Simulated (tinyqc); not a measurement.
What moves the results: model-solid line-up of a strained alloy layer on a substrate. A value that a table varies takes the place of the one given here.

All values of the alloy are linear in x but the gap, Eg(x) = (1 - x) Eg_A + x Eg_B - C x (1 - x), and the valence edge, Ev(x) = (1 - x) Ev_A + x Ev_B + fv C x (1 - x); Ec = Ev + Eg. Ev is the top of the unstrained valence band on a scale common to all materials. In the layer only the Gamma valley of the conduction band is followed, also where an X or L valley would lie lower.

Coherent growth on a (001) face: e_par = (a_s - a)/a, e_perp = -2 (C12/C11) e_par; exx = eyy = e_par, ezz = e_perp, no shear.

Strained edges: Ec + ac tr(e); the valence edges are Ev plus the levels of the 6 x 6 matrix of X, Y, Z times spin with -Dso/3 + l exx + m (eyy + ezz) on the diagonal (cyclic), n exy off it, l = av + 2 b, m = av - b, n = sqrt(3) d. Spin-orbit term (Dso/3) L.sigma on X, Y, Z with (L_k)_ij = -i epsilon_kij: <X+|H|Y+> = -i Dso/3, <X+|H|Z-> = Dso/3, <Y+|H|Z-> = -i Dso/3, <Z+|H|X-> = -Dso/3, <Z+|H|Y-> = i Dso/3, <X-|H|Y-> = i Dso/3, and their conjugates; + and - are the spin along z.

dEc = Ec(substrate) - Ec(layer), dEv = Ev(layer) - Ev(substrate); positive values confine the carrier in the layer. Type I: both of one sign; type II: opposite signs; type III: the gaps do not overlap.

Coherent growth: e_par = (a_s - a)/a. (001): e_perp = -2 (C12/C11) e_par; exx = eyy = e_par, ezz = e_perp, no shear. (111): e_perp = -(2 C11 + 4 C12 - 4 C44)/(C11 + 2 C12 + 4 C44) e_par; exx = eyy = ezz = (2 e_par + e_perp)/3 and exy = eyz = ezx = (e_perp - e_par)/3. (110): e_perp = -(C11 + 3 C12 - 2 C44)/(C11 + C12 + 2 C44) e_par; exx = eyy = (e_par + e_perp)/2, ezz = e_par, exy = (e_perp - e_par)/2, eyz = ezx = 0.

Values chosen for the exercise (A near InSb, B near InAs, substrate near GaSb; not measured data):
```
symbol  value           unit      meaning
a       (6.473, 6.064)  angstrom  lattice constant of A, B
Eg      (0.233, 0.417)  eV        gap at Gamma to the s-like level of A, B
Dso     (0.808, 0.389)  eV        spin-orbit splitting of A, B
Ev      (0, -0.59)      eV        top of the unstrained valence band of A, B
ac      (-6.92, -5.03)  eV        conduction deformation potential of A, B
av      (0.37, 1.01)    eV        valence hydrostatic potential of A, B
b       (-1.99, -1.78)  eV        tetragonal shear potential of A, B
d       (-4.64, -3.63)  eV        trigonal shear potential of A, B
C11     (68.5, 83.6)    GPa       of A, B
C12     (37.4, 46)      GPa       of A, B
C44     (31.4, 39.5)    GPa       of A, B
C       0.736           eV        bowing of the gap
fv      0.6                       share of the bowing taken by the valence edge
a_s     6.09            angstrom  substrate
Eg_s    0.809           eV        lowest gap of the substrate
Ev_s    -0.03           eV        substrate valence edge
face    001                       growth face
x       0.65                      fraction of B
```

## Composition against offsets

Each composition is strained to the same substrate.

Results:
```
x     e_par (%)  relaxed gap (eV)  strained gap (eV)  valence splitting (meV)  dEc (eV)  dEv (eV)  type
0.48      -2.97             0.138              0.200                      184     0.653    -0.043    II
0.55      -2.53             0.152              0.203                      161     0.708    -0.102    II
0.62      -2.08             0.174              0.215                      136     0.759    -0.165    II
0.69      -1.63             0.203              0.234                      109     0.807    -0.232    II
0.77      -1.11             0.244              0.265                       77     0.856    -0.312   III
0.84      -0.64             0.289              0.300                       46     0.896    -0.387   III
0.91      -0.18             0.340              0.343                       13     0.931    -0.466   III
0.98       0.29             0.399              0.371                       23     0.963    -0.525   III
```

How do the results move?

The alloy matches the substrate at x = 0.936, where the top valence edge changes its character and the splitting passes through zero. The strained gap runs from 0.200 to 0.371 eV, against 0.138 to 0.399 eV for the relaxed alloy: strain takes back part of the change that the composition makes. Strains above 2 % can be kept only in layers of a few nanometres. The type changes: II to III between x = 0.69 and 0.77. Offsets below about 50 meV are within the spread of parameter sets, so those rows do not settle the type.

## The same layer on three faces

Composition and substrate are kept.

Results:
```
face   e_perp (%)  tr(e) (%)  shift of Ec (meV)  shift of Ev (meV)  valence splitting (meV)  gap (eV)
(001)       2.072     -1.703               96.9               60.0                    124.5    0.2221
(111)       1.104     -2.670              152.0               47.8                    118.1    0.2893
(110)       1.299     -2.476              140.9               50.9                    120.5    0.2752
```

What can be read from the table?

The layer yields most along the normal on (001) and least on (111), so the volume change, and with it the shift of Ec, is largest on (111). The valence splitting, set by b on (001), by d on (111) and by both on (110), is largest on (001). The gaps span 67 meV, from (001) to (111).

## What each parameter does

Strained gap, valence splitting and offsets. Each row changes one parameter from the base and keeps the others.

Results:
```
case                     gap (eV)  splitting (meV)  dEc (eV)  dEv (eV)
base                       0.2221            124.5    0.7800   -0.1930
x = 0.67                   0.2277            117.0    0.7935   -0.2121
a_s = 6.07 angstrom        0.2284            141.1    0.7634   -0.1828
C = 0.836 eV               0.1993            124.5    0.7891   -0.1794
fv = 0.8                   0.2221            124.5    0.7465   -0.1595
Ev_s = 0.02 eV             0.2221            124.5    0.8300   -0.2430
C12 = (43.01, 52.9) GPa    0.1962            132.3    0.7977   -0.1848
b = (-2.288, -2.047) eV    0.2111            139.2    0.7800   -0.1820
av = (0.426, 1.162) eV     0.2241            124.5    0.7800   -0.1950
```

How do the results move?

The largest shifts from the base row, up to three for each result and ties (the steps differ in size, so this ranks the rows, not the parameters). gap (eV): C12 -0.0259, C -0.0228, b -0.0110; unchanged at the printed digits by fv and Ev_s. splitting (meV): a_s +16.6, b +14.6, C12 +7.8; unchanged at the printed digits by C, fv, Ev_s and av. dEc (eV): Ev_s +0.0500, fv -0.0335, C12 +0.0177; unchanged at the printed digits by b and av. dEv (eV): Ev_s -0.0500, fv +0.0335, x -0.0191.

Run: tinyqc, `OMP_NUM_THREADS=1 python tinyqc.py 1050593 1050594 out.jsonl`; Intel(R) Xeon(R) Processor @ 2.30GHz, one thread, shared host; about 0.02 s of CPU time with all checks.
